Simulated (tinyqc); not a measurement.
# Dead time against afterpulsing

Afterpulse probability pap = pa (Cd Vx/q) exp(-td/tt) Pm, with Pm the trigger probability of a released carrier; largest rate 1/td; each true event gives 1/(1 - pap) counts.

Parameters, values chosen for the exercise:

| symbol | value | unit | meaning |
|---|---|---|---|
| Vx | 1.3 | V | excess bias |
| Cd | 23 | fF | diode capacitance |
| pa | 7.9e-8 |  | trapping probability per avalanche carrier |
| tt | 9.2 | ns | trap release time |

Constants: q = 1.602176634e-19 C. Results are converted to the units shown.

Pm = 0.464

Result of one run:
```
pap (%)	largest rate (1e6/s)	counts per event
0.069788	47.619	1.0007
```

Which dead time td gave this result: 3, 4.9, 7.9 or 21 ns?

td = 21 ns.

The whole series:
```
td (ns)	pap (%)	largest rate (1e6/s)	counts per event
1.8	0.56252	555.56	1.0057
3	0.49373	333.33	1.0050
4.9	0.40160	204.08	1.0040
7.9	0.28985	126.58	1.0029
13	0.16651	76.923	1.0017
21	0.069788	47.619	1.0007
34	0.016987	29.412	1.0002
55	0.0017329	18.182	1.0000
```

The afterpulse probability falls from 0.563 to 0.00173 %, a factor of ten for every 21.2 ns, while the largest rate falls from 556 to 18.2 million a second.

Numbers from tinyqc (`OMP_NUM_THREADS=1 python tinyqc.py 2630066 2630067 out.jsonl`; about 0.01 s on one thread of a shared Intel Xeon 2.30GHz).
